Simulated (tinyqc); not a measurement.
Inside a calculation. Model: ion-assisted plasma etching: sheath, surface coverage, synergy and aspect-ratio dependence. Computed by tinyqc, a small Python program that keeps every step. Command: `OMP_NUM_THREADS=1 python tinyqc.py 3003206 3003207 out.jsonl etch walk`. One thread of a shared host (Intel(R) Xeon(R) Processor @ 2.30GHz), about 0.05 s of CPU time with the checks. Intermediate numbers are printed to about 7 digits and carried at full precision; extremes and crossings named in words are read from the listed rows.

Radicals adsorb on bare sites; ions remove covered sites with a high yield and bare sites by sputtering; a slow spontaneous reaction acts everywhere, walls included.

Inputs (values chosen for the exercise, close to those used for silicon in a halogen plasma):
```
quantity                                value       unit
plasma density n_e                    1.1e+11     1/cm^3
electron temperature T_e                  3.3         eV
ion mass M_i                               71          u
sheath voltage V                          400          V
radical density n                     8.5e+13     1/cm^3
radical mass M_n                         35.5          u
gas temperature T_g                       600          K
sticking coefficient s                   0.64          -
radicals per removed unit x                 4          -
yield slope b                            0.27  eV^(-1/2)
threshold E_th                             29         eV
sputter slope b_p                       0.013  eV^(-1/2)
sputter threshold E_p                      32         eV
spontaneous reaction probability k_c    2e-05          -
solid density N                         5e+22     1/cm^3
ion temperature T_i                      0.58         eV
aspect ratio A                            4.3          -
```

Feature: round hole.

Constants: e = 1.602176634e-19 C; u = 1.6605390666e-27 kg; k_B = 1.380649e-23 J/K; eps_0 = 8.8541878128e-12 F/m.

## Fluxes

Bohm speed u_B = sqrt(e T_e/M_i); ion flux G_i = 0.61 n_e u_B; radical flux G_n = n c/4 with c = sqrt(8 k_B T_g/(pi M_n)).

Bohm speed = 211767.1 cm/s

ion flux G_i = 1.420957e+16 1/(cm^2 s)

radical speed c = 59820.30 cm/s

radical flux G_n = 1.271181e+18 1/(cm^2 s)

flux ratio G_n/G_i = 89.45952

## Sheath and ion angles

Debye length lambda_D = sqrt(eps_0 T_e/(e n_s)) with n_s = 0.61 n_e, T_e in volts; Child-law sheath d = (sqrt2/3) lambda_D (2 V/T_e)^(3/4); ion energy E = V + T_e/2; angular spread = arctan(sqrt(T_i/E)).

Debye length = 52.13326 um

sheath thickness = 1509.874 um

ion energy E = 401.65 eV

angular spread = 2.176225 degrees

## Yields

Yields: Y = b (sqrt(E) - sqrt(E_th)) on covered sites, Y_p = b_p (sqrt(E) - sqrt(E_p)) on bare ones (zero below threshold).

yield Y = 3.957132

sputter yield Y_p = 0.1869966

## Open-field etch rate

Steady coverage: s G_n (1 - theta) = x Y G_i theta; removal flux = Y G_i theta + Y_p G_i (1 - theta) + k_c G_n; rate = flux/N, 1 cm/s = 6e8 nm/min. Lateral rate = k_c G_n/N; anisotropy = 1 - lateral/vertical; synergy = vertical/(ions alone + radicals alone), with ions alone Y_p G_i/N and radicals alone the lateral rate.

coverage theta = 0.7834160

vertical rate = 535.8207 nm/min

lateral rate = 0.3050835 nm/min

anisotropy = 0.9994306

synergy = 16.64516

Ions and radicals both limit the rate.

## Rate at the floor of the feature

Transmission of a round hole: K = 1/(1 + 3A/4), walls that scatter diffusely without loss. With a loss probability S = s (1 - theta) at the floor, G_b/G_n = K/(K + S - K S); theta follows G_b, and the two are solved together. Ions are taken to reach the floor unshadowed; G_b replaces G_n in every term of the rate; A is depth over diameter.

transmission K = 0.2366864

G_b/G_n = 0.6077878

coverage at the floor = 0.6873493

rate at the floor = 473.9432 nm/min

floor rate over open-field rate = 0.8845183

The lag is 12 %.

## Etch lag against aspect ratio

The formulas are those given above.

Floor of the feature:
```
A              K    G_b/G_n      theta  rate (nm/min)  relative rate
0.5    0.7272727  0.9486225  0.7743329       529.9659      0.9890731
1.0    0.5714286  0.8985219  0.7647106       523.7647      0.9775000
2.0    0.4000000  0.8025952  0.7437937       510.2887      0.9523498
5.0    0.2105263  0.5566679  0.6681654       461.5950      0.8614728
10.0   0.1176471  0.3044859  0.5241200       368.9165      0.6885073
20.0   0.0625000  0.1339180  0.3263276       241.7108      0.4511039
50.0   0.0259740  0.0464022  0.1437209       124.2929      0.2319673
100.0  0.0131579  0.0219962  0.0736996        79.2713      0.1479436
```

K falls by a factor 55.3 over the rows and the rate by 6.69. Among these rows the rate stays within 10 % of the open-field value up to A = 2, with an open-field coverage of 0.78. Caution: rows with A above about 1/(2 tan(ion spread)) or 1/sqrt(k_c), often 10 to 30, are formal: ion shadowing, radical loss on the walls, redeposition of sputtered material and, in fluorocarbon plasmas, polymer growth are left out and add to the lag.

## Yield per ion against the flux ratio

The ion flux is fixed and the radical flux set by the ratio; the removal per ion is the removal flux over G_i.

Open field:
```
G_n/G_i      theta  rate (nm/min)  removal per ion
0.3      0.0119846        39.5912         0.232186
1        0.0388620        56.8721         0.333532
3        0.1081780       101.4397         0.594902
10       0.2879183       217.0121         1.272688
30       0.5481247       384.3576         2.254101
100      0.8017184       547.6226         3.211583
300      0.9238385       626.8113         3.675993
1000     0.9758648       662.6444         3.886139
3000     0.9918234       679.7241         3.986305
```

Coverage reaches one half at G_n/G_i = x Y/s = 24.7. Below that the ion-assisted part follows the radical flux, on top of the sputter floor Y_p = 0.187; above it the ion-assisted part saturates at Y = 3.96 per ion.

Checks made by the program: series form 1/R = 1/(Y G_i) + x/(s G_n) of the ion-assisted part (relative difference below 1e-10).
